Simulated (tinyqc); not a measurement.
Photoconductance decay in a wafer: bulk and surface recombination modes, and iron detection by pair splitting: one step, computed by the program tinyqc.

Both faces of the wafer have the same S; injection is low and all coefficients are constant. x runs from -W/2 to W/2.

Question. Decay rates of the even modes. Even modes cos(a x) obey b tan b = S W/(2 D) with b = a W/2, odd modes sin(a x) obey -b cot b = S W/(2 D); each decays at the rate 1/tau_b + D a^2.

Inputs (values chosen for the exercise, modelled on p-type silicon):
```
quantity                          value         unit
thickness W                         150   micrometre
diffusivity D                      32.8       cm^2/s
bulk lifetime tau_b without iron     32  microsecond
surface recombination velocity S  14000         cm/s
```

Give: the table «The first four even modes: b, surface rate and decay time» with the columns b_n, surface rate D a^2 (1/s), decay time (microsecond), for n = 0, 1, 2, 3.

Answer.

The first four even modes: b, surface rate and decay time:
```
n     b_n  surface rate D a^2 (1/s)  decay time (microsecond)
0  1.2095                8.5308e+05                    1.1308
1  3.8369                8.5845e+06                    0.1161
2  6.7273                2.6390e+07                    0.0378
3  9.7423                5.5344e+07                    0.0181
```
